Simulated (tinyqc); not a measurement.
Worked calculation: Hueckel theory of the pi electrons, for the molecule C=CC=CC=CC=C (SMILES; centres numbered as the heavy atoms are written). One step of it, computed by the program tinyqc.

Question. Energy, charges, bond orders. E = sum n x; q_r = z_r - P_rr; bond order p = P_rs; free valence = sqrt(3) - sum of p over the bonds of the atom.

x values: [1.879385, 1.532089, 1.000000, 0.347296, -0.347296, -1.000000, -1.532089, -1.879385]

occupations: [2.000000, 2.000000, 2.000000, 2.000000, 0.000000, 0.000000, 0.000000, 0.000000]

charge and bond-order matrix P, order 1C, 2C, 3C, 4C, 5C, 6C, 7C, 8C:
$$\begin{pmatrix}
1.000000 & 0.862086 & 0.000000 & -0.367267 & 0.000000 & 0.263287 & 0.000000 & -0.229353 \\
0.862086 & 1.000000 & 0.494818 & 0.000000 & -0.103980 & 0.000000 & 0.033934 & 0.000000 \\
0.000000 & 0.494818 & 1.000000 & 0.758105 & 0.000000 & -0.333333 & 0.000000 & 0.263287 \\
-0.367267 & 0.000000 & 0.758105 & 1.000000 & 0.528752 & 0.000000 & -0.103980 & 0.000000 \\
0.000000 & -0.103980 & 0.000000 & 0.528752 & 1.000000 & 0.758105 & 0.000000 & -0.367267 \\
0.263287 & 0.000000 & -0.333333 & 0.000000 & 0.758105 & 1.000000 & 0.494818 & 0.000000 \\
0.000000 & 0.033934 & 0.000000 & -0.103980 & 0.000000 & 0.494818 & 1.000000 & 0.862086 \\
-0.229353 & 0.000000 & 0.263287 & 0.000000 & -0.367267 & 0.000000 & 0.862086 & 1.000000
\end{pmatrix}$$

Centres:
```
centre  z_r, pi electrons of the neutral centre         h
1C                                            1  0.000000
2C                                            1  0.000000
3C                                            1  0.000000
4C                                            1  0.000000
5C                                            1  0.000000
6C                                            1  0.000000
7C                                            1  0.000000
8C                                            1  0.000000
```

Bonds:
```
i  j  k
1  2  1
2  3  1
3  4  1
4  5  1
5  6  1
6  7  1
7  8  1
```

Give: pi energy = 8 alpha + this times beta; pi charges; Bond orders and lengths from R = 1.517 - 0.180 p; free valence of the carbons; gap between the highest filled and the next level.

Answer.

pi energy = 8 alpha + this times beta = 9.518

pi charges: 1C 0.000, 2C 0.000, 3C 0.000, 4C 0.000, 5C 0.000, 6C 0.000, 7C 0.000, 8C 0.000

Bond orders and lengths from R = 1.517 - 0.180 p (angstrom, C-C alone):
```
bond      p      R
1-2   0.862  1.362
2-3   0.495  1.428
3-4   0.758  1.381
4-5   0.529  1.422
5-6   0.758  1.381
6-7   0.495  1.428
7-8   0.862  1.362
```

free valence of the carbons: 1C 0.870, 2C 0.375, 3C 0.479, 4C 0.445, 5C 0.445, 6C 0.479, 7C 0.375, 8C 0.870

gap between the highest filled and the next level = 0.695 |beta|
